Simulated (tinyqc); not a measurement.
# Dead time against afterpulsing

Afterpulse probability pap = pa (Cd Vx/q) exp(-td/tt) Pm, with Pm the trigger probability of a released carrier; largest rate 1/td; each true event gives 1/(1 - pap) counts.

Parameters, values chosen for the exercise: excess bias Vx = 0.98 V; diode capacitance Cd = 13 fF; trapping probability per avalanche carrier pa = 1e-7; trap release time tt = 6.8 ns.

Constants: q = 1.602176634e-19 C. Results are converted to the units shown.

Pm = 0.489

Result of one run:
```
pap (%)  largest rate (1e6/s)  counts per event
0.2814                  454.5             1.003
```

Which dead time td gave this result: 1.4, 2.2, 3.6, 5.8 or 9.5 ns?

td = 2.2 ns.

The whole series:
```
td (ns)   pap (%)  largest rate (1e6/s)  counts per event
1.4        0.3165                 714.3             1.003
2.2        0.2814                 454.5             1.003
3.6        0.2290                 277.8             1.002
5.8        0.1657                 172.4             1.002
9.5       0.09617                 105.3             1.001
15        0.04283                 66.67             1.000
25       0.009842                 40.00             1.000
41       9.359e-4                 24.39             1.000
```

The afterpulse probability falls from 0.316 to 9.36e-4 %, a factor of ten for every 15.7 ns, while the largest rate falls from 714 to 24.4 million a second.

Program tinyqc, `OMP_NUM_THREADS=1 python tinyqc.py 2630114 2630115 out.jsonl`; Intel Xeon 2.30GHz, shared host, one thread, about 0.01 s.
